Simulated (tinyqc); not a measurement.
# A square-lattice strip 3 sites wide, recursive Green functions: what changes with what

The device has N = 4 slices of 3 site(s), nearest-neighbour hopping -t, and site energies U; the leads are semi-infinite continuations with site energy 0. V = <i+1|H|i> = -t 1.

Inputs (values chosen for the exercise): hopping (matrix element -t) t = 1 eV; site energies, slice by slice (3 a slice) U = [1.16, -0.23, 0.69, -0.74, -0.16, -0.78, 0.75, 0.72, 0.91, 1.14, 0.28, -0.8] eV; energy E = 0.28 eV.

Each table varies one quantity; the others keep the values above.

## Effect of the strength of the potential

Transverse modes n = 1..3: chi_n(j) = sqrt(2/4) sin(pi n j/4), energy e_n = -2 t cos(pi n/4). Sigma = t^2 sum_n chi_n chi_n^T g(E - e_n), g(x) = (x - i sqrt(4 t^2 - x^2))/(2 t^2) for |x| < 2 t and (x - sign(x) sqrt(x^2 - 4 t^2))/(2 t^2) otherwise; Gamma = i (Sigma - Sigma^dagger); both leads give the same. Forward pass: g_1 = (E - H_1 - Sigma)^(-1), g_i = (E - H_i - V g_(i-1) V^dagger)^(-1), with Sigma also subtracted on the last slice; G_(i,1) = g_i V G_(i-1,1), starting from g_1. H_i is the block of slice i: its site energies on the diagonal and -t between neighbouring rows. T(E) = Tr[Gamma G_(N,1) Gamma G_(N,1)^dagger]. All U are multiplied by the factor sc.

Effect of the strength of the potential:
```
sc      T(E)  reflection, modes - T(E)
0      3.000                         0
0.25   2.772                    0.2284
0.5    2.278                    0.7217
0.75   1.790                     1.210
1      1.380                     1.620
1.25   1.045                     1.955
1.5   0.8200                     2.180
1.75  0.7131                     2.287
2     0.6971                     2.303
```

What does the table show?

T(E) falls from 3.00 to 0.697. At sc = 0 the device equals the leads and transmits all 3 open mode(s). Between the first two non-zero rows the reflection goes as sc^(1.66); the sc^2 of weak scattering holds only at smaller sc than these rows.

## Transmission against energy

Same model as above.

Results:
```
E (eV)  open modes     T(E)  T(E) per open mode
-3.31            1  0.75981             0.75981
-2.76            1  0.77830             0.77830
-2.21            1  0.64313             0.64313
-1.66            2   1.2511             0.62554
-1.1             2  0.88604             0.44302
-0.55            3  0.72732             0.24244
0                3   1.1440             0.38133
0.55             3   1.2456             0.41520
1.66             2  0.84830             0.42415
2.21             1  0.49350             0.49350
2.76             1  0.66371             0.66371
3.31             1  0.70276             0.70276
```

Estimate the missing row, E = 1.1 eV.

Computed row:
```
E (eV)  open modes    T(E)  T(E) per open mode
1.1              2  1.0075             0.50376
```

With this row back in the table: T(E) lies between 0.493 (E = 2.21 eV) and 1.25 (E = -1.66 eV) in these rows. The leads offer 1 to 3 open mode(s), of which the mean share 0.54 is transmitted.

tinyqc, about 0.02 s, one thread, Intel Xeon 2.30GHz (shared host): `OMP_NUM_THREADS=1 python tinyqc.py 2660107 2660108 out.jsonl`
